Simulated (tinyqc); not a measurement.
A chain with uneven site energies and dephasing by Buettiker voltage probes: one step of the calculation.

Sites 1 to 6 form a chain with hopping -t. Lead L joins site 1 and lead R site 6, both semi-infinite chains with hopping -t and site energy 0. Every site carries a probe with self-energy -i Gamma_p/2 that draws no net current. Linear response at zero temperature: mu_L = 1, mu_R = 0 in units of the bias.

Question. Probe potentials and effective transmission. No current into probe p: W mu = T_pL with W_pp = T_pL + T_pR + sum_q T_pq and W_pq = -T_pq. Then T_eff = T_RL + sum_p T_pR mu_p, and the resistance is (h/2q^2)/T_eff.

Constants: q = 1.602176634e-19 C, h = 6.62607015e-34 J s. Results are converted to the units shown.

T_RL = 0.11910723

```
probe        T_pL        T_pR
1      0.13173483  0.03313030
2      0.21974257  0.04490167
3      0.08995203  0.09189263
4      0.14150977  0.20688869
5      0.07763440  0.13053238
6      0.03313030  0.23605099
```

T_pq:
```
            1           2           3           4           5           6
1  0.00000000  0.06112254  0.02502063  0.03936168  0.02159441  0.00921536
2  0.06112254  0.00000000  0.03391059  0.05334710  0.02926703  0.01248963
3  0.02502063  0.03391059  0.00000000  0.10917646  0.05989586  0.02556041
4  0.03936168  0.05334710  0.10917646  0.00000000  0.13485059  0.05754717
5  0.02159441  0.02926703  0.05989586  0.13485059  0.00000000  0.03630826
6  0.00921536  0.01248963  0.02556041  0.05754717  0.03630826  0.00000000
```

Give: W; mu_p; T_eff; resistance.

Answer.

W:
```
         1        2        3        4        5        6
1   0.3212  -0.0611  -0.0250  -0.0394  -0.0216  -0.0092
2  -0.0611   0.4548  -0.0339  -0.0533  -0.0293  -0.0125
3  -0.0250  -0.0339   0.4354  -0.1092  -0.0599  -0.0256
4  -0.0394  -0.0533  -0.1092   0.7427  -0.1349  -0.0575
5  -0.0216  -0.0293  -0.0599  -0.1349   0.4901  -0.0363
6  -0.0092  -0.0125  -0.0256  -0.0575  -0.0363   0.4103
```

mu_p, probe 1 to 6: 0.6708  0.6960  0.4844  0.4444  0.4294  0.2475
T_eff = 0.4235
resistance = 30.48 kohm

Numbers from tinyqc (`OMP_NUM_THREADS=1 python tinyqc.py 2700030 2700031 out.jsonl`; about 0.01 s on one thread of a shared Intel Xeon 2.30GHz).
